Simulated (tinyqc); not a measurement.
Raising the sheet density: inversion layer as a triangular well, valleys of the Si type.

Six ellipsoidal valleys with their long axes along the cube axes, mass ml along the axis and mt across it. For a valley whose axis makes the angle theta with the surface normal, 1/m_z = cos^2(theta)/ml + sin^2(theta)/mt sets the confinement; in the plane the masses are m_1 = mt and m_2 = ml mt/m_z, and m_d = sqrt(m_1 m_2).

The field is taken as constant, e F = 4 pi (e^2/4 pi eps0)(Nd + eta Ns)/eps, with 1e12/cm^2 = 1e-4/angstrom^2, and the oxide as a hard wall at z = 0; c = hbar^2/2m0.

Level j of a valley lies at E_j = a_j (c (e F)^2/m_z)^(1/3) above the band edge at the surface, with the Airy zeros a_j = 2.338107, 4.087949, 5.520560, 6.786708, 7.944134, 9.022651, 10.040174, 11.008524, 11.936016, 12.828777, and has <z> = 2 E_j/(3 e F).

Subband i holds n_i = g m_d/(2 pi c) kB T ln(1 + exp((EF - E_i)/kB T)) (spin included), and EF is fixed by sum n_i = Ns over the levels listed or, where none are listed, over j = 0 to 9 of each group; 1e12/cm^2 = 1e-4/angstrom^2.

Constants: hbar^2/2m0 = 3.80998211 eV angstrom^2; e^2/(4 pi eps0) = 14.39964547 eV angstrom; kB = 8.617333262e-05 eV/K.

Inputs chosen for the exercise (near those of Si; shifted at random, so the results belong to these values and not to a real crystal):
```
symbol  value                         unit         meaning
ml      0.905                         m0           longitudinal mass
mt      0.188                         m0           transverse mass
eps     11.6                                       dielectric constant
Nd      0.14                          x 1e12/cm^2  depletion charge
eta     0.5                                        share of Ns in the effective field
face    111                                        surface
T       77                            K            temperature
Nss     (0.8, 1.5, 2.5, 4, 6, 9, 13)  x 1e12/cm^2  sheet densities
```

Valleys (masses in m0):
```
valleys g  cos^2(theta)      m_z      m_1      m_2      m_d
6               0.33333  0.25547  0.18800  0.66600  0.35385
```

The field, the ladders and EF anew for each Ns.

Results:
```
Ns (1e12/cm^2)  F (MV/cm)  lowest E (eV)  next - lowest (meV)  EF - lowest (meV)  share of lowest (%)  <z> (angstrom)
0.8                 0.084         0.0513                 38.4              -12.8                 99.7            40.7
1.5                 0.139         0.0716                 53.6               -8.2                100.0            34.4
2.5                 0.217         0.0964                 72.2               -4.2                100.0            29.6
4.0                 0.334         0.1286                 96.2               -0.2                100.0            25.7
6.0                 0.490         0.1660                124.2                3.8                100.0            22.6
9.0                 0.724         0.2153                161.2                8.5                100.0            19.8
13.0                1.036         0.2735                204.7               13.9                100.0            17.6
```

What can be read from this table?

Levels scale as F^(2/3): the field grows by 12.30 and the lowest level by 5.33. The layer thins from 40.7 to 17.6 angstrom. EF passes the lowest edge between 4 and 6 e12/cm^2. The share of the lowest subband rises throughout: the spacing grows faster than the band fills.

Run: tinyqc, `OMP_NUM_THREADS=1 python tinyqc.py 1250759 1250760 out.jsonl`; Intel(R) Xeon(R) Processor @ 2.30GHz, one thread, shared host; about 0.03 s of CPU time with all checks.
